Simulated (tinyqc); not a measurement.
# Pinning factor and decay constant from two barriers

Question. phiB = S (phiM - chi) + (1 - S)(Eg - E0) with S = 1/(1 + (1/S0 - 1) exp(-be ti)). Find S0, S at the given thickness and be.

Values chosen for this exercise; semiconductor values close to those of silicon; interlayer mass of the order of that in silicon nitride, offset chosen freely:
- Eg = 1.11 eV (band gap)
- chi = 3.9 eV (electron affinity)
- E0 = 0.37 eV (charge-neutrality level above the valence band)
- phiM = 4.25 eV (metal work function)

phiB at ti = 0, 0.5 nm (eV): 0.6386  0.53001156

Answer. Each barrier gives its S by linear interpolation between the pinned and the unpinned value; the ratio of the two values of 1/S - 1 is exp(be ti).

S0 = 0.260
S = 0.538
be = 2.40 1/nm

tinyqc, about 0.03 s, one thread, Intel Xeon 2.30GHz (shared host): `OMP_NUM_THREADS=1 python tinyqc.py 2270072 2270073 out.jsonl`
